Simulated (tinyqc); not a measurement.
Tail absorption against field: Franz-Keldysh effect at a direct gap.

Parabolic bands, vertical transitions, no excitons. For each hole band j: mr = me mj/(me + mj); joint density of states J_j(E) = (mr/c)^(3/2) sqrt(E - Eg)/(2 pi^2), both spins, c = hbar^2/2m0; averaged matrix element |e.p|^2 = m0 Ep/6; alpha_j(E) = 4 pi^2 alpha_f c Ep J_j/(3 nr E) in 1/angstrom (alpha_f the fine-structure constant, listed as alpha among the constants), times 1e8 for 1/cm.

In a field Fd (1 kV/cm = 1e-5 V/angstrom) the electro-optic energy of band j is th = (c (e Fd)^2/mr)^(1/3), and sqrt(E - Eg) in J_j is replaced by pi sqrt(th) [Ai'(b)^2 - b Ai(b)^2] with b = (Eg - E)/th; Ai is the Airy function.

Constants: hbar^2/2m0 = 3.80998211 eV angstrom^2; fine-structure constant alpha = 0.007297352564.

Values chosen for the exercise (near those of InGaAs; shifted at random, so the results belong to these values and not to a real crystal): Eg = 0.745 eV (direct gap); me = 0.0401 m0 (electron mass); mhh = 0.458 m0 (heavy-hole mass); mlh = 0.0541 m0 (light-hole mass); Ep = 22.9 eV (Kane energy); nr = 3.6 (refractive index); det = 15 meV (detuning below the gap).

At E = Eg - det; the field takes the values listed. The last column is the length for 10 dB of loss.

Results:
```
Fd (kV/cm)  th heavy (meV)  b heavy  alpha (1/cm)  length (micrometre)
10                   10.11    1.484          17.8             1.29e+03
20                   16.05    0.935          89.1                  258
40                   25.48    0.589           246                 93.5
60                   33.38    0.449           379                 60.7
100                  46.93    0.320           587                 39.3
150                  61.49    0.244           780                 29.5
250                  86.44    0.174      1.06e+03                 21.7
400                 118.25    0.127      1.35e+03                 17.0
```

What can be read from this table?

alpha grows by 1.3 decades from 10 to 60 kV/cm and by a factor 1.28 over the last step, where the field grows by 1.6: the exponent (4/3) b^(3/2) goes as 1/Fd, so the gain is steep only while b > 1 (deep in the tail the light-hole pair, with its smaller b, carries most of it), that is up to 10 kV/cm of those listed.

Computed by tinyqc, a small Python program: `OMP_NUM_THREADS=1 python tinyqc.py 1650695 1650696 out.jsonl` (the numbers bound the seed that draws the inputs); one thread of a shared host (Intel(R) Xeon(R) Processor @ 2.30GHz), about 0.01 s for the whole set of steps.
